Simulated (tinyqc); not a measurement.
Ion implantation: universal nuclear stopping, Lindhard-Scharff electronic stopping and a Gaussian range profile: one step, computed by the program tinyqc. Command: `OMP_NUM_THREADS=1 python tinyqc.py 3015908 3015909 out.jsonl implant walk`. One thread of a shared host (Intel(R) Xeon(R) Processor @ 2.30GHz), about 0.07 s of CPU time with the checks.

An ion slows by elastic collisions with screened nuclei and by friction with electrons; channelling is ignored and the target is uniform.

Problem. Stopping at the entry energy. Reduced energy eps = 32.53 M2 E/(Z1 Z2 (M1 + M2)(Z1^0.23 + Z2^0.23)), E in keV; s_n = ln(1 + 1.1383 eps)/(2 (eps + 0.01321 eps^0.21226 + 0.19593 eps^0.5)) for eps up to 30 and ln(eps)/(2 eps) above; S_n = 8.462 Z1 Z2 M1 s_n/((M1 + M2)(Z1^0.23 + Z2^0.23)) in 1e-15 eV cm^2. S_e = k 3.83 Z1^(7/6) Z2/(Z1^(2/3) + Z2^(2/3))^(3/2) sqrt(E/M1) in 1e-15 eV cm^2, E in keV. dE/dx = N (S_n + S_e); 1e-15 eV cm^2 = 0.1 eV nm^2.

Inputs (values chosen for the exercise, modelled on boron ions in silicon):
```
quantity,value,unit
ion atomic number Z1,5,-
ion mass M1,11,u
target atomic number Z2,14,-
target mass M2,28.09,u
target density N,49.94,1/nm^3
ion energy E,23,keV
scale factor of electronic stopping k,1.3,-
```

Give: reduced energy eps; s_n; S_n; S_e; energy loss dE/dx.

Solution.

reduced energy eps = 2.340

s_n = 0.2445

S_n = 12.41 x 1e-15 eV cm^2

S_e = 25.54 x 1e-15 eV cm^2

energy loss dE/dx = 189.5 eV/nm

Electronic stopping carries 67 % of the loss at entry.
